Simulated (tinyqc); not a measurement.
Worked calculation: plane-wave Kohn-Sham cycle with exchange-only LDA in a layered model solid. One step of it, computed by the program tinyqc.

Question. Iteration 1: Hamiltonian at one k. H(m,m') = (k + G_m)^2/2 delta + V(G_m - G_m'), with V(-G) = V(G).

A solid whose potential varies along x alone (atomic units):
```
parameter                      value
period a                   15.600000
cross-section of the cell  18.000000
electrons per cell                 2
grid points                       16
plane waves -n..n, n               2
k points                           2
V1 in V1 cos(2 pi x/a)     -0.460000
```

V(G_m), m = 0, 1, 2, ... (hartree): [-0.189468, -0.230000, 0.000000, 0.000000, 0.000000]

k = 0.250000 2 pi / a

Give: H.

Answer.

H (hartree), order -2, -1, +0, +1, +2:
$$\begin{pmatrix}
0.0589 & -0.2300 & 0.0000 & 0.0000 & 0.0000 \\
-0.2300 & -0.1438 & -0.2300 & 0.0000 & 0.0000 \\
0.0000 & -0.2300 & -0.1844 & -0.2300 & 0.0000 \\
0.0000 & 0.0000 & -0.2300 & -0.0627 & -0.2300 \\
0.0000 & 0.0000 & 0.0000 & -0.2300 & 0.2212
\end{pmatrix}$$
